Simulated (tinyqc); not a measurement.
Random alloy fluctuations: inter-valley coupling by envelope functions against a chain of atomic planes.

Chain: E(phi) = e0 + 2 v cos(phi) + 2 u cos(2 phi), cos(phi0) = -v/(4u), e0 = 2u + v^2/(4u); plane j = 0, 1, ... has the potential V_j = dE x_j + F (j - 30) a/4 (1 MV/m = 1e-4 V/angstrom). There are 30 barrier planes a side; with y = j - 29.5, x_j = xb (f(y) + f(Nw - y)), f(y) = 1/(1 + exp(y/L)), plus any Ge added in the well. The valley splitting is the spacing of the two lowest levels. Envelope theory: F_j solves a one-valley chain with hopping -b and diagonal 2b + V_j, b = 4u sin^2(phi0), sum F_j^2 = 1; the valleys couple by Dv = sum_j F_j^2 V_j exp(-2 i phi0 j) and split by 2|Dv|.

Inputs chosen for the exercise (near those of the Delta valleys of silicon in a SiGe well; shifted at random, so the results belong to these values and not to a real crystal):
- a = 5.431 angstrom (lattice constant; planes lie a/4 apart)
- u = 0.582 eV (second-neighbour hopping)
- v = 0.531 eV (nearest hopping)
- Nw = 60 (planes in the well)
- L = 1.5 planes (interface width)
- xb = 0.22 (Ge fraction of the barriers)
- dE = 0.54 eV (offset per unit Ge fraction)
- F = 5 MV/m (field)
- x0 = 1041 (start of the number sequence)
- na = 4000 (atoms a plane under the dot)

A uniform fraction x is added on all planes. Each plane j then fluctuates by q sqrt(x_j (1 - x_j)/na) in Ge fraction, q = sqrt12 (z/2147483647 - 1/2) with z(new) = 16807 z mod 2147483647 from x0, restarted for each row; 24 samples. Theory: Dv is a complex Gaussian with sigma^2 = dE^2 sum F_j^4 x_j (1 - x_j)/na, and the mean splitting is sqrt(pi) sigma if the smooth part is negligible.

Splitting (micro-eV):

| x | sigma | sqrt(pi) sigma | mean of 24 | least | largest |
|---|---|---|---|---|---|
| 0.00 | 41.1 | 72.9 | 76.9 | 20.7 | 138.9 |
| 0.01 | 148.0 | 262.3 | 264.4 | 88.4 | 444.9 |
| 0.02 | 204.2 | 361.9 | 360.0 | 127.8 | 607.1 |
| 0.05 | 314.1 | 556.7 | 547.7 | 180.0 | 923.3 |
| 0.10 | 430.5 | 763.1 | 746.9 | 234.4 | 1259.5 |

What can be read from this table?

Without added Ge the disorder sits in the barriers, where the state is small: mean 76.9 micro-eV, against 0.055 for the smooth well. With 5 % Ge in the well the mean is 548, theory 557, with a statistical error of about 11 % for 24 samples; the miss is -2 %, and since every row reuses one sequence the rows with added Ge miss alike. The spread grows with the mean: at 5 % the samples run from 180 to 923, so small splittings remain possible. sigma falls as 1/sqrt(na) for larger dots. A chain with one orbital a plane has no Bloch-function factor, which scales all these couplings down in fuller models.

Program tinyqc; command `OMP_NUM_THREADS=1 python tinyqc.py 1480566 1480567 out.jsonl`; about 0.1 s on one thread of a shared Intel(R) Xeon(R) Processor @ 2.30GHz.
